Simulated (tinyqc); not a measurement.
Metal-induced gap states at the contact of a metal chain and a two-band chain: sweeps and comparisons. A value that a table varies takes the place of the one given here.

The semiconductor alternates sites A at -Eg/2 and C at +Eg/2 with hopping -t; the gap runs from -Eg/2 to Eg/2. In the gap cosh(q a) = 1 + (Eg^2/4 - E^2)/(2 t^2) and the amplitude changes by -exp(-q a) a period. The metal has site energy 0 and hopping -tm; its end site has g_m = (E - i sqrt(4 tm^2 - E^2))/(2 tm^2). Sites 1, 2, ... count into the semiconductor, with energies e1, e2 alternating. The clean half chain has g1 = 1/(E - e1 - t^2 g2), g2 = 1/(E - e2 - t^2 g1), decaying root. With the contact G11 = 1/(1/g1 - tc^2 g_m), and the density on site j is -Im G_jj/pi = |psi_j/psi_1|^2 (-Im G11/pi), per spin, with psi_2/psi_1 = -t g2, psi_3/psi_2 = -t g1.

Constants: e^2/(4 pi eps0) = 14.39964547 eV angstrom.

Inputs chosen for the exercise (gap and optical dielectric constant near those of SiO2; the chain itself is a model; the results hold for these values, not for the real material): Eg = 9.44 eV (gap); t = 2.88 eV (hopping in the semiconductor); tm = 3.78 eV (hopping in the metal); tc = 1.46 eV (hopping across the contact); end = A (site that touches the metal); a = 3.1 angstrom (period (two sites); one chain for each area a^2); eps = 2.1 (dielectric constant); E = -0.61 eV (energy from mid-gap).

## Across the gap

E = f Eg. Share on C: the part of the summed density that lies on C sites, whose orbitals make the conduction edge.

Gap states:

| f | E (eV) | xi = 1/(2q) (angstrom) | D1 (1/eV) | D2 (1/eV) | sum (1/eV) | share on C |
|---|---|---|---|---|---|---|
| -0.48 | -4.531 | 3.41 | 0.1538 | 0.0020 | 0.2608 | 0.013 |
| -0.40 | -3.776 | 1.64 | 0.0436 | 0.0019 | 0.0536 | 0.041 |
| -0.30 | -2.832 | 1.26 | 0.0195 | 0.0014 | 0.0228 | 0.068 |
| -0.15 | -1.416 | 1.08 | 0.0088 | 0.0011 | 0.0105 | 0.113 |
| 0.00 | 0.000 | 1.04 | 0.0048 | 0.0011 | 0.0062 | 0.183 |
| 0.15 | 1.416 | 1.08 | 0.0028 | 0.0012 | 0.0042 | 0.306 |
| 0.30 | 2.832 | 1.26 | 0.0015 | 0.0018 | 0.0036 | 0.539 |
| 0.40 | 3.776 | 1.64 | 0.0008 | 0.0029 | 0.0044 | 0.777 |
| 0.48 | 4.531 | 3.41 | 0.0002 | 0.0072 | 0.0124 | 0.969 |

The decay length xi of the density is shortest at mid-gap, 1.04 angstrom, and grows to 3.4 near the edges. The summed density is least at f = 0.3 (0.0036) and largest at f = -0.48 (0.2608 1/eV). The share on C goes from 0.01 to 0.97 and passes one half near f = +0.275, a point that depends on which site ends the chain. The states turn from valence-like to conduction-like across the gap; the branch point, where the decay is fastest, lies at mid-gap in this symmetric chain and is the usual estimate of the neutrality level.

## Wider gaps pin less

E = 0; Eg is varied and eps follows 1 + (eps0 - 1)(Eg0/Eg), with the given Eg and eps as Eg0 and eps0. xi = 1/(2q), N = 2 (summed density)/a^2, S = 1/(1 + 4 pi e^2 N xi/eps).

Against the gap:

| Eg (eV) | eps | xi (angstrom) | summed density (1/eV) | S | S at fixed eps |
|---|---|---|---|---|---|
| 0.50 | 21.77 | 17.86 | 0.2306 | 0.123 | 0.013 |
| 0.75 | 14.85 | 11.91 | 0.1507 | 0.180 | 0.030 |
| 1.10 | 10.44 | 8.13 | 0.0999 | 0.255 | 0.064 |
| 1.50 | 7.92 | 5.97 | 0.0709 | 0.332 | 0.116 |
| 2.30 | 5.51 | 3.91 | 0.0433 | 0.464 | 0.248 |
| 3.40 | 4.05 | 2.66 | 0.0268 | 0.601 | 0.438 |
| 5.50 | 2.89 | 1.68 | 0.0141 | 0.764 | 0.702 |
| 9.00 | 2.15 | 1.08 | 0.0067 | 0.888 | 0.885 |

From Eg = 0.5 to 9 eV xi falls by a factor 16.5 and the summed density by 34.4, so at fixed eps S rises from 0.01 to 0.89. The weaker screening of wide-gap solids works against this: with it S goes from 0.12 to 0.89.

## Weakening the contact bond

At the given E, tc is varied, as by a thin spacer. xi = 1/(2q), N = 2 (summed density)/a^2, S = 1/(1 + 4 pi e^2 N xi/eps) with xi and eps kept.

Against tc:

| tc (eV) | D1 (1/eV) | summed density (1/eV) | S |
|---|---|---|---|
| 0.10 | 0.00003 | 0.00004 | 0.9993 |
| 0.25 | 0.00019 | 0.00023 | 0.9957 |
| 0.50 | 0.00074 | 0.00092 | 0.9831 |
| 0.80 | 0.00189 | 0.00234 | 0.9580 |
| 1.20 | 0.00421 | 0.00521 | 0.9111 |
| 1.80 | 0.00916 | 0.01134 | 0.8250 |
| 2.50 | 0.01620 | 0.02006 | 0.7270 |
| 3.50 | 0.02477 | 0.03067 | 0.6353 |

For a weak bond the density goes as tc^2 (ratio 6.25 between 0.25 and 0.1 eV, against 6.25). It is largest at tc = 3.5 eV among these rows, the end of the table; the peak may lie just before or beyond it. S is 0.999 at 0.1 eV and has its least value, 0.635, in that row.

## What each parameter does

xi = 1/(2q), summed density, and S = 1/(1 + 4 pi e^2 N xi/eps), N = 2 (summed density)/a^2. Each row changes one parameter from the base and keeps the others.

Results:

| case | xi (angstrom) | summed density (1/eV) | S |
|---|---|---|---|
| base | 1.044 | 0.00763 | 0.8750 |
| Eg = 10.384 eV | 0.962 | 0.00642 | 0.9003 |
| t = 3.168 eV | 1.133 | 0.00733 | 0.8704 |
| tm = 4.158 eV | 1.044 | 0.00697 | 0.8845 |
| tc = 1.606 eV | 1.044 | 0.00915 | 0.8537 |
| eps = 2.31 | 1.044 | 0.00763 | 0.8851 |
| end = C | 1.044 | 0.00517 | 0.9117 |

The largest shifts from the base row, up to three for each result and ties (the steps differ in size, so this ranks the rows, not the parameters). xi (angstrom): t +0.089, Eg -0.081; unchanged at the printed digits by tm, tc, eps and end. summed density (1/eV): end -0.00246, tc +0.00152, Eg -0.00121; unchanged at the printed digits by eps. S: end +0.0367, Eg +0.0253, tc -0.0213. The decay length belongs to the semiconductor alone; the metal and the contact set only the amplitude.

Program tinyqc; command `OMP_NUM_THREADS=1 python tinyqc.py 1451883 1451884 out.jsonl`; about 0.01 s on one thread of a shared Intel(R) Xeon(R) Processor @ 2.30GHz.
